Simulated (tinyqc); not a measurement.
## Single-junction solar cell, detailed-balance limit: effect of the cell temperature

Every photon above the gap Eg makes one pair and none below is absorbed; carriers thermalise at T and move without loss. Jsc = q fs X Phi(Eg, Ts); the dark current is J0 = q ge Phi(Eg, T)/ERE with the Boltzmann factor exp(V/Vt). The efficiency is the electrical power over fs X sigma Ts^4.

Photon flux above E from a black body at temperature T into a hemisphere: Phi(E, T) = A sum_k exp(-k E/th)[E^2 th/k + 2 E th^2/k^2 + 2 th^3/k^3], k = 1, 2, ..., with th = kB T/q in eV and A = 2 pi q^3/(h^3 c^2). J(V) = Jsc - J0 (exp(V/Vt) - 1); Voc = Vt ln(1 + Jsc/J0); at maximum power v = Vmp/Vt solves (1 + v) exp(v) = 1 + Jsc/J0. Pin = fs X sigma Ts^4, sigma = 2 pi^5 kB^4/(15 h^3 c^2). FF = Vmp Jmp/(Voc Jsc).

Parameters, values chosen for the exercise:
- Ts = 4500 K (temperature of the black-body sun)
- fs = 2.16e-5 (share of the hemisphere filled by the sun)
- X = 10 (concentration)
- ERE = 0.0001 (external radiative efficiency)
- ge = 2 (number of faces that emit)
- Eg = 2.09 eV (band gap)

Constants: q = 1.602176634e-19 C, kB = 1.380649e-23 J/K, h = 6.62607015e-34 J s, c = 299792458 m/s, Vt = kB T/q. Results are converted to the units shown.

The same in every row: Jsc (mA/cm^2) = 38.14.

Effect of the cell temperature:
```
T (K)  Voc (V)  Eg/q - Voc (V)      FF  efficiency (%)
200      1.741          0.3493  0.9449           12.49
240      1.667          0.4231  0.9338           11.82
280      1.593          0.4974  0.9224           11.16
320      1.518          0.5722  0.9104           10.49
360      1.443          0.6475  0.8977           9.835
400      1.367          0.7231  0.8844           9.180
440      1.291          0.7992  0.8701           8.530
480      1.214          0.8756  0.8549           7.884
```

Read the table: what changes, and by how much?

As T goes from 200 to 480 K, Jsc stays at 38.1 mA/cm^2, Voc falls from 1.74 to 1.21 V and the efficiency falls from 12.5 to 7.88 %. Voc changes by -1.88 mV/K on average with Eg fixed, and the efficiency by -0.16 % of itself per kelvin.

Numbers from tinyqc (`OMP_NUM_THREADS=1 python tinyqc.py 2820032 2820033 out.jsonl`; about 0.01 s on one thread of a shared Intel Xeon 2.30GHz).
